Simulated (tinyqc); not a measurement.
From results back to parameters: WKB tunnelling through a gate dielectric with a two-band (Franz) dispersion. Three cases, with inputs chosen for the exercise.

Problem. In the Fowler-Nordheim regime with a parabolic band J/F^2 is proportional to exp(-B/F), B = (4/3) sqrt(m/c) phi^(3/2), c = hbar^2/2m0, 1 V/angstrom = 100 MV/cm. The ratio below was computed from a hidden barrier.

Constants: hbar^2/2m0 = 3.80998211 eV angstrom^2.

Case 1.

Values chosen (out of a larger set: of the size used for hBN on silicon; not measured data): m = 0.54 m0 (mass at the conduction edge); F1 = 6.8 MV/cm (first field); F2 = 11.1 MV/cm (second field).

ln[(J2/F2^2)/(J1/F1^2)] = 9.01506

Case 2.

Values chosen (out of a larger set: of the size used for Al2O3 on silicon; not measured data): m = 0.31 m0 (mass at the conduction edge); F1 = 8.2 MV/cm (first field); F2 = 11.9 MV/cm (second field).

ln[(J2/F2^2)/(J1/F1^2)] = 4.51460

Case 3.

Values chosen (out of a larger set: of the size used for SiO2 on silicon; not measured data): m = 0.49 m0 (mass at the conduction edge); F1 = 8.4 MV/cm (first field); F2 = 11.3 MV/cm (second field).

ln[(J2/F2^2)/(J1/F1^2)] = 8.12849

Find: B; phi.

Solution. B is the logarithm divided by 1/F1 - 1/F2; then phi = (3 B/(4 sqrt(m/c)))^(2/3). The slope fixes only m phi^3, so the mass must be known.

Case 1.

B = 158.25 MV/cm
phi = 2.150 eV

Case 2.

B = 119.06 MV/cm
phi = 2.140 eV

Case 3.

B = 266.05 MV/cm
phi = 3.140 eV

Computed by tinyqc, one run a case: `OMP_NUM_THREADS=1 python tinyqc.py N N+1 out.jsonl` with N = 1450642, 1450725, 1450792; one thread of a shared Intel(R) Xeon(R) Processor @ 2.30GHz, about 0.01 s a run at most.
